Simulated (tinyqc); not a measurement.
Three structures under pressure: Born-Mayer model of an ionic crystal AB. Computed by tinyqc, a small Python program. Command: `OMP_NUM_THREADS=1 python tinyqc.py 3003320 3003321 out.jsonl bornmayer walk`. One thread of a shared host (Intel(R) Xeon(R) Processor @ 2.30GHz), about 0.01 s of CPU time with the checks.

Energies are per ion pair and r is the nearest distance of unlike ions.

Inputs (values chosen for the exercise, for a model salt):
```
quantity                        value           unit
ionic charge z                      1              -
unlike repulsion lambda          1580             eV
range rho                       0.299       angstrom
like repulsion lambda2            114             eV
dispersion C between like ions     21  eV angstrom^6
```

Structure: rock salt. Short range: with like-ion terms.

Constants: e^2/(4 pi eps_0) = 14.39964548 eV angstrom; 1 eV/angstrom^3 = 160.2176634 GPa.

Method:
- Madelung constant M, unlike neighbours z1, like neighbours z2 at f r, volume per pair: rock salt 1.747565, 6, 12, sqrt2, 2 r^3; caesium chloride 1.762675, 8, 6, 2/sqrt3, 8 r^3/(3 sqrt3); zinc blende 1.638055, 4, 12, sqrt(8/3), 16 r^3/(3 sqrt3).
- U(r) = -M z^2 e^2/(4 pi eps_0 r) + z1 lambda exp(-r/rho) + z2 [lambda2 exp(-f r/rho) - C/(f r)^6] (one mean like-ion term for both sublattices).
- With the volume written as c r^3, under pressure take the root at the minimum of the enthalpy and solve U'(r) + 3 c r^2 P = 0; H = U + P V; B = (U'' - 2 U'/r)/(9 c r).

Enthalpy (eV per pair):
```
P (GPa)  rock salt  caesium chloride  zinc blende
0          -8.2641           -8.0804       -8.057
2          -7.7771           -7.6593       -7.414
5          -7.0916           -7.0615       -6.527
10         -6.0322           -6.1298       -5.184
20         -4.1140           -4.4272       -2.798
40         -0.7456           -1.4075        1.308
70          3.6518            2.5712        6.575
100         7.5781            6.1480       11.218
```

volumes at zero pressure (angstrom^3): rock salt 40.222, caesium chloride 34.618, zinc blende 53.795

At zero pressure the order is rock salt < caesium chloride < zinc blende. Between 5 and 10 GPa the lowest enthalpy passes from rock salt to caesium chloride. Pressure favours the denser structure, through P V. The Madelung constants, the number of repulsive contacts and the volumes (40.2, 34.6, 53.8 angstrom^3 at P = 0) all matter. Caution: rigid ions with fixed charges leave out polarisation and covalency, so such models often misplace transition pressures.

Extremes, crossings and ranges named in words are read from the listed rows.
